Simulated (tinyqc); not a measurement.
Inside a calculation. Model: Koster-Slater impurity in a tight-binding band, by Green functions and by supercells. Computed by tinyqc, a small Python program that keeps every step. Command: `OMP_NUM_THREADS=1 python tinyqc.py 3030125 3030126 out.jsonl kosterslater walk`. One thread of a shared host (Intel(R) Xeon(R) Processor @ 2.30GHz), about 0.03 s of CPU time with the checks. Intermediate numbers are printed to about 7 digits and carried at full precision; extremes and crossings named in words are read from the listed rows.

One orbital per site, e(k) = -2 t sum cos(k_i) over 2 direction(s), band from -4 t to 4 t, lattice constant 1. One site has the extra energy U. Spin is left out.

Inputs (values chosen for the exercise, for a model band): hopping t = 1 eV; impurity potential U = -4.26 eV; supercell edge N = 2 sites; energy inside the band E = -0.152 eV; broadening eta = 0.15 eV; impurity concentration c = 0.0001 per site.

Lattice: square.

Constants: hbar = 6.582119569e-16 eV s.

## The host Green function outside the band

Outside the band G0(E) = (2/(pi E)) K(m), m = 16 t^2/E^2, K the complete elliptic integral with parameter m. A bound state solves 1/U = G0(E). Energies: 0.05, 0.2, 0.5, 1, 2, 4 and 8 t beyond the band edge on the side of U, rounded to four digits.

Scan on the side of U:
```
E (eV)   G0 (1/eV)  1/U - G0 (1/eV)
-4.05   -0.5114905        0.2767487
-4.20   -0.3959834        0.1612416
-4.50   -0.3162351        0.0814933
-5.00   -0.2540498        0.0193081
-6.00   -0.1920117       -0.0427301
-8.00   -0.1341478       -0.1005940
-12.00  -0.0858050       -0.1489368
```

G0 diverges at the band edge, so any U binds a state, exponentially weakly when U is small.

## The bound state

Bisection in ln(distance from the edge) between 1e-5 t and |U| + t. Weight on the impurity site: -1/(U^2 dG0/dE), by a central difference with step min(1e-4 t, distance/30). Decay length along an axis: 1/arccosh(1 + distance/(2 t)).

level E_b = -5.238607 eV

distance from the band edge = 1.238607 eV

weight on the impurity site = 0.7574855

decay length = 0.9413780 sites

The state is compact: most of it sits on the impurity.

## Green function inside the band

Inside the band G0(z), z = E + i eta, comes from the chain form 1/(sqrt(y - 2t) sqrt(y + 2t)) (principal roots) at y = z + 2 t cos k, averaged over k in (0, pi) with 200 Gauss-Legendre points.

G0(E + i eta) = -0.1264311-0.6869019i 1/eV

## Scattering

T = U/(1 - U G0); phase shift delta = -arg(1 - U G0) in (-pi, pi]; host density of states -Im G0/pi; on the impurity -Im[G0/(1 - U G0)]/pi; lifetime of a band state hbar/(-2 c Im T).

T matrix = -0.223983-1.420494i eV

phase shift delta = 1.414404 rad

host density of states = 0.2186477 1/eV

density of states on the impurity = 0.02491555 1/eV

scattering lifetime = 2316.841 fs

The Born approximation would take Im T = U^2 Im G0 = -12.5 eV, 8.78 times the full value.

## The supercell Hamiltonian at Gamma

H_ij = -t for each bond from i to j, images included (two bonds add when N = 2); H_11 = U; sites are numbered with the last coordinate running fastest. Diagonalise.

H (eV):
$$\begin{pmatrix}
-4.26 & -2.00 & -2.00 & 0.00 \\
-2.00 & 0.00 & 0.00 & -2.00 \\
-2.00 & 0.00 & 0.00 & -2.00 \\
0.00 & -2.00 & -2.00 & 0.00
\end{pmatrix}$$

levels (eV): [-5.982282, -1.676257, 0.000000, 3.398539]

## The level in the supercell

In a periodic cell of N sites along each direction with Bloch vector K, the level solves 1/U = N^-d sum_k 1/(E - e(k)), k_i = (2 pi m_i + K_i)/N, m_i = 0..N-1; the outermost root on the side of U is taken (bisection). d is the number of directions. Gamma means K_i = 0, the zone corner K_i = pi, the quarter point K_i = pi/2. The error is measured against the isolated level E_b.

level at Gamma = -5.982282 eV

level at the corner = -4.26 eV

level at the quarter point = -5.169883 eV

error at Gamma = -0.7436749 eV

width between Gamma and the corner = 1.722282 eV

Images turn the level into a band 1.72 eV wide; the quarter point misses the isolated level by 0.069 eV, far less than Gamma, because the leading hopping between images averages out there.

## Convergence with cell size

Even N; errors against the isolated level E_b, set to 0 below 1e-6 t.

Error of the level (eV):
```
N   sites          Gamma        corner  quarter point
2       4  -7.436749e-01  9.786072e-01   6.872445e-02
4      16  -7.179380e-02  6.872445e-02   6.937405e-04
6      36  -7.033868e-03  6.635160e-03   8.161214e-06
8      64  -7.146266e-04  6.937405e-04              0
12    144  -8.202351e-06  8.161214e-06              0
16    256              0             0              0
```

The error at Gamma falls exponentially, between the last two resolved rows by exp(-1.117) per site against 1/(decay length) = 1.062; the rest is the power-law prefactor of the Green function. Gamma and the corner err in opposite directions. Among the sizes listed an error below 1 meV is first reached at N = 8 at Gamma; at the quarter point N = 4 is enough.

## Phase shift across the band

delta/pi = -arg(1 - U G0)/pi counts the states added below E (Friedel); host DOS = -Im G0/pi, DOS on the impurity = -Im[G0/(1 - U G0)]/pi; 13 evenly spaced energies from -(band edge + |U| + 2t) to +(band edge + |U| + 2t).

Across the spectrum:
```
E (eV)  Re G0 (1/eV)  host DOS (1/eV)  DOS on the impurity (1/eV)   delta/pi
-10.26    -0.1014971        0.0005138                    0.001594  0.0038557
-8.55     -0.1242381        0.0007879                    0.003554  0.0071293
-6.84     -0.1617451        0.0014068                    0.014495  0.0192489
-5.13     -0.2422202        0.0037914                    1.056224  0.6784602
-3.42     -0.3298883        0.0806338                    0.060681  0.6143678
-1.71     -0.2498860        0.1154370                    0.048281  0.5132846
0.00       0.0000000        0.2365049                    0.021465  0.4025931
1.71       0.2498860        0.1154370                    0.017362  0.2044900
3.42       0.3298883        0.0806338                    0.011602  0.1342397
5.13       0.2422202        0.0037914                    0.000918  0.0079474
6.84       0.1617451        0.0014068                    0.000493  0.0035481
8.55       0.1242381        0.0007879                    0.000337  0.0021949
10.26      0.1014971        0.0005138                    0.000250  0.0015280
```

delta/pi starts and ends near zero (+0.004 and +0.002): the impurity moves states but creates none. delta/pi rises at the bound state below the band (-5.239 eV), reaches 0.68 among these rows (1 in the limit of small eta, just above the level) and is paid back by the top of the band.

Checks made by the program: G0 at the level by a direct sum over directions (relative difference below 1e-10); diagonalisation against the k sum (relative difference below 1e-10).
